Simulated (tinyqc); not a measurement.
Raising the sheet density: Gamma, L and X subbands of a thin body with non-parabolic valleys.

Hard walls, flat band, c = hbar^2/2m0, energies from the bulk Gamma edge. For a valley at angle theta to the normal 1/m_z = cos^2/ml + sin^2/mt and m_d = sqrt(ml mt^2/m_z). Subband n starts at E_v + e with e (1 + a e) = c (n pi/t)^2/m_z, and its density-of-states mass is taken as m_d (1 + 2 a e), without further growth at higher in-plane energy. Groups are named by valley and degeneracy.

n_i = g m/(2 pi c) kB T ln(1 + exp((EF - E_i)/kB T)), sum n_i = Ns (1e12/cm^2 = 1e-4/angstrom^2), c = hbar^2/2m0. Quantum capacitance Cq = 1602.176634 sum g m/(2 pi c) f_i in microfarad/cm^2 with f_i = 1/(1 + exp((E_i - EF)/kB T)); Cox = 34.5313/eot (one gate); C/Cox = Cq/(Cq + Cox), the centroid term left out.

Constants: hbar^2/2m0 = 3.80998211 eV angstrom^2; kB = 8.617333262e-05 eV/K.

Parameters, chosen for this exercise (near those of a thin InP channel; shifted at random, so the results belong to these values and not to a real crystal):

| symbol | value | unit | meaning |
|---|---|---|---|
| face | 110 |  | surface |
| mG | 0.0781 | m0 | Gamma mass |
| aG | 0.59 | 1/eV | Gamma non-parabolicity |
| EL | 0.532 | eV | L edge above Gamma |
| mL | (1.673, 0.098) | m0 | L valleys (four, along <111>): ml, mt |
| EX | 0.922 | eV | X edge above Gamma |
| mX | (0.901, 0.274) | m0 | X valleys (three, along <100>): ml, mt |
| aS | 0.63 | 1/eV | non-parabolicity of L and X |
| t | 40 | angstrom | body thickness |
| T | 300 | K | temperature |
| eot | 9 | angstrom | equivalent oxide thickness |
| Nl | (0.5, 1, 2, 4, 7, 11, 16) | x 1e12/cm^2 | sheet densities |

Fixed thickness, n = 1 to 8 of all groups; the gate overdrive above the lowest edge is (EF - E_lowest)/e + 0.1602177 Ns/Cox in volts.

Results:

| Ns (1e12/cm^2) | EF - lowest (eV) | Gamma share (%) | Cq | C/Cox | overdrive (V) |
|---|---|---|---|---|---|
| 0.5 | -0.014 | 100.0 | 2.49 | 0.394 | 0.007 |
| 1.0 | 0.010 | 100.0 | 4.07 | 0.515 | 0.052 |
| 4.0 | 0.093 | 100.0 | 6.66 | 0.634 | 0.260 |
| 7.0 | 0.164 | 99.9 | 6.85 | 0.641 | 0.456 |
| 11.0 | 0.255 | 98.9 | 7.57 | 0.664 | 0.714 |
| 16.0 | 0.330 | 88.1 | 16.96 | 0.816 | 0.999 |

Give the missing row, Ns (1e12/cm^2) = 2.0.

Computed row:
```
Ns (1e12/cm^2)  EF - lowest (eV)  Gamma share (%)    Cq  C/Cox  overdrive (V)
2.0                        0.042            100.0  5.72  0.599          0.126
```

The lowest subband is G1 n=1. At the highest density band filling takes 0.330 V of the 0.999 V overdrive. Cq grows from 2.5 to 17.0 microfarad/cm^2 while EF moves from -0.014 to +0.330 eV against the lowest edge; the Gamma share stays within 88 to 100 %.

(tinyqc, `OMP_NUM_THREADS=1 python tinyqc.py 1281721 1281722 out.jsonl`, Intel(R) Xeon(R) Processor @ 2.30GHz, 1 thread, shared host, about 0.05 s.)
